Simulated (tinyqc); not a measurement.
## Lossy interposer transmission line with skin effect: effect of the width of the strip

A uniform line in a homogeneous dielectric: c = sqrt(er)/(c0 Z0), l = Z0 sqrt(er)/c0 (c0 = 299792458 m/s), g = w c td, w = 2 pi f. The resistance joins its limits as r = sqrt(r_dc^2 + r_hf^2), with r_dc = rho/(wd th), r_hf = kr rho/(2 delta (wd + th)), delta = sqrt(rho/(pi f mu0)), mu0 = 4 pi 1e-7 H/m; this is an interpolation, and internal inductance, up to 0.05 nH/mm at low frequency, is neglected.

gamma = sqrt((r + i w l)(g + i w c)) = alpha + i beta, Zc = sqrt((r + i w l)/(g + i w c)), roots with positive real part; loss 8.685889638 alpha in dB; phase velocity w/beta. ZL = 1/(1/RL + i w CL); reflection (ZL - Zc)/(ZL + Zc); Zin = Zc (ZL + Zc tanh(gamma len))/(Zc + ZL tanh(gamma len)); H = V_load/V_source = [Zin/(Zin + Rg)]/[cosh(gamma len) + (Zc/ZL) sinh(gamma len)]. Z0 is held fixed by scaling the dielectric height.

Values chosen for this exercise: thickness of the strip th = 2.6 um; resistivity rho = 2.2 uohm cm; relative permittivity er = 3; loss tangent td = 0.002; lossless impedance sqrt(l/c) Z0 = 40 ohm; factor for crowding and the return path kr = 1.5; length len = 5 mm; source resistance Rg = 25 ohm; load resistance RL = 1000 ohm; load capacitance CL = 0 fF; frequency f = 0.83 GHz.

Result of one run:
```
r (ohm/mm)	r/(w l)	loss (dB/mm)	|Zc| (ohm)	phase velocity over c0	length in wavelengths	|H| (dB)
0.7683	0.6375	0.08006	43.56	0.5524	0.02506	-0.1959
```

Which width of the strip wd gave this result: 2.1, 5.3, 8.3, 13 or 21 um?

wd = 13 um.

The whole series:
```
wd (um)	r (ohm/mm)	r/(w l)	loss (dB/mm)	|Zc| (ohm)	phase velocity over c0	length in wavelengths	|H| (dB)
1.4	6.250	5.186	0.3834	91.93	0.3260	0.04246	-0.4615
2.1	4.251	3.527	0.3026	76.59	0.3783	0.03660	-0.3640
3.3	2.782	2.308	0.2282	63.44	0.4358	0.03177	-0.2928
5.3	1.788	1.484	0.1647	53.51	0.4891	0.02830	-0.2449
8.3	1.175	0.9749	0.1168	47.27	0.5276	0.02624	-0.2154
13	0.7683	0.6375	0.08006	43.56	0.5524	0.02506	-0.1959
21	0.4849	0.4024	0.05192	41.53	0.5665	0.02443	-0.1823
32	0.3222	0.2673	0.03494	40.70	0.5724	0.02418	-0.1745
```

As wd goes from 1.4 to 32, the loss falls from 0.383 to 0.0349 dB/mm, |Zc| falls from 91.9 to 40.7 ohm and |H| goes from -0.461 to -0.174 dB, with its highest value among the rows, -0.174 dB, at wd = 32.

Numbers from tinyqc (`OMP_NUM_THREADS=1 python tinyqc.py 2810119 2810120 out.jsonl`; about 0.01 s on one thread of a shared Intel Xeon 2.30GHz).
